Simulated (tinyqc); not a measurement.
Strain-driven roughening and islands of a mismatched epitaxial film: one step, computed by the program tinyqc. Command: `OMP_NUM_THREADS=1 python tinyqc.py 3020169 3020170 out.jsonl island walk`. One thread of a shared host (Intel(R) Xeon(R) Processor @ 2.30GHz), about 0.01 s of CPU time with the checks.

Film and substrate share isotropic elastic constants; the film is coherent and biaxially strained.

Problem. A ripple of given wavelength. A ripple A cos(k x) has the surface chemical potential per volume [gamma k^2 - 2 (1 + nu) w k] A cos(k x), so k_c = 2 (1 + nu) w/gamma. With surface diffusion the amplitude grows at the rate q = B k^2 [2 (1 + nu) w k - gamma k^2], fastest at k_m = (3/4) k_c. B is the surface mobility. Stress at the trough = stress x (1 + 2 k A).

Inputs (values chosen for the exercise, modelled on GaN on AlN):

| quantity | value | unit |
|---|---|---|
| Poisson ratio nu | 0.21 | - |
| surface energy gamma | 1.88 | J/m^2 |
| surface mobility D_s nu_s Omega^2/(k_B T) | 2.9e-35 | m^6/(J s) |
| initial ripple amplitude A0 | 0.078 | nm |
| ripple wavelength over the critical one | 3.2 | - |

Transport: surface diffusion.

k_c = 0.2461815 1/nm

energy density w = 191.2485 MJ/m^3

growth time 1/q at k_m = 47.34765 s

Give: k; rate q; q over the largest rate; stress concentration at A0.

Solution.

k = 0.076932 1/nm

rate q = 0.0042015 1/s

q over the largest rate = 0.19893

stress concentration at A0 = 1.0120

The ripple grows.
